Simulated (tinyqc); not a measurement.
# Equilibrium crystal shape, supported particles, Gibbs-Thomson effect and coarsening, step by step

A worked calculation. Computed by tinyqc, a small Python program that keeps every step. Command: `OMP_NUM_THREADS=1 python tinyqc.py 3020334 3020335 out.jsonl wulff walk`. One thread of a shared host (Intel(R) Xeon(R) Processor @ 2.30GHz), about 0.05 s of CPU time with the checks. Intermediate numbers are printed to about 6 digits and carried at full precision; extremes and crossings named in words are read from the listed rows.

A cubic crystal bounded by {100}, {110} and {111} facets only.

Inputs (values chosen for the exercise, modelled on silicon):

| quantity | value | unit |
|---|---|---|
| atomic volume Omega | 20.02 | angstrom^3 |
| atoms in the particle N | 29000 | - |
| work of adhesion W_a | 1.5 | J/m^2 |
| temperature T | 1150 | K |
| precipitate interface energy gamma_i | 0.04 | J/m^2 |
| solubility x_inf at a flat interface | 0.0039 | - |
| diffusivity D | 2e-20 | m^2/s |
| mean radius at the start r0 | 4.1 | nm |
| time t | 990 | s |

Surface energies: given.

surface energies gamma(100), gamma(110), gamma(111) (J/m^2): 1.28  1.31  1.15

Constants: e = 1.602176634e-19 C; k_B = 8.617333262e-05 eV/K; k_B = 1.380649e-23 J/K.

## Surface energies

The energies and Omega are given.

gamma (J/m^2): (100) 1.28, (110) 1.31, (111) 1.15

Omega = 20.02 angstrom^3

## The Wulff shape

Wulff construction: the facet planes lie at distances lambda gamma from the centre, and the shape is the region inside all of them; V = (1/3) sum of area x distance. gamma_mean = sum A gamma / sum A; shape factor eta = A/V^(2/3) (4.836 for a sphere). lambda follows from V = N Omega.

area fractions: {100} 0.252700, {110} 0.150434, {111} 0.596866

gamma_mean = 1.20692 J/m^2

shape factor eta = 5.15892

distances of the planes from the centre (nm): {100} 5.14495, {110} 5.26553, {111} 4.62241

surface energy per atom = 0.0932618 eV

Present: {100}, {110}, {111}.

## Chemical potential of the particle

For the Wulff shape mu - mu(bulk) = 2 Omega gamma/h, with gamma and h = lambda gamma the energy and distance of any one facet plane, here (111); the vapour pressure rises by exp[(mu - mu(bulk))/(k_B T)].

mu - mu(bulk) = 62.1746 meV

pressure ratio = 1.87273

This is 2/3 of the surface energy per atom (0.6667), since the total surface energy goes as N^(2/3).

## The particle on a substrate

Winterbottom: the particle sits on its largest facet family, {111}, with energy gamma_f; the substrate plane cuts the shape at the distance lambda (gamma_f - W_a) below the centre. Height over that of the free particle at the same lambda = (2 gamma_f - W_a)/(2 gamma_f). An isotropic particle with gamma_mean has cos(theta) = W_a/gamma_mean - 1 (Young-Dupre); a film dewets into particles whenever W_a < 2 gamma.

relative height = 0.347826

contact angle theta = 75.9462 degrees

W_a exceeds gamma_f: the cut passes above the centre and less than half of the shape shows.

## Gibbs-Thomson solubility and coarsening

Spherical precipitates of nearly pure solute with atomic volume Omega: x(r) = x_inf exp(l/r), l = 2 gamma_i Omega/(k_B T). Diffusion-limited coarsening at small volume fraction (Lifshitz-Slyozov-Wagner): r^3 = r0^3 + K t, K = (4/9) D x_inf l; the number density falls as (r0/r)^3. The steady size distribution is assumed from the start, and D and x_inf are inputs that do not follow T.

capillary length l = 0.100873 nm

x(r0)/x_inf = 1.02491

rate constant K = 3.49691e-06 nm^3/s

mean radius at t = 4.10007 nm

number density over its start = 0.999950

The time to double the radius is 7 r0^3/K = 1.4e8 s; t is 7.2e-6 times that.

## Shape against the ratio gamma(100)/gamma(111)

Wulff construction: the facet planes lie at distances lambda gamma from the centre, and the shape is the region inside all of them; V = (1/3) sum of area x distance. gamma_mean = sum A gamma / sum A; shape factor eta = A/V^(2/3) (4.836 for a sphere). gamma(110)/gamma(111) is held at the value of this crystal.

Area fractions:

| gamma(100)/gamma(111) | {100} | {110} | {111} | eta |
|---|---|---|---|---|
| 0.550 | 1.00000 | 0.000000 | 0.000000 | 6.00000 |
| 0.668 | 0.95042 | 0.000000 | 0.049581 | 5.83367 |
| 0.801 | 0.76219 | 0.000000 | 0.237806 | 5.47392 |
| 0.946 | 0.46928 | 0.076735 | 0.453988 | 5.18647 |
| 1.110 | 0.25582 | 0.149190 | 0.594993 | 5.15806 |
| 1.250 | 0.13632 | 0.204388 | 0.659297 | 5.22324 |
| 1.450 | 0.03198 | 0.281049 | 0.686969 | 5.34665 |
| 1.750 | 0.00000 | 0.320496 | 0.679504 | 5.40120 |

{100} holds 100 % of the area in the first row and 0 % in the last; without {110} the limits are a cube below 1/sqrt(3) = 0.577 and an octahedron above sqrt(3) = 1.732. The roundest shape among these rows (eta = 5.158) is at the ratio 1.11; {110} shows in 5 rows.

Checks made by the program: volume against one third of area times distance (relative difference below 1e-10).
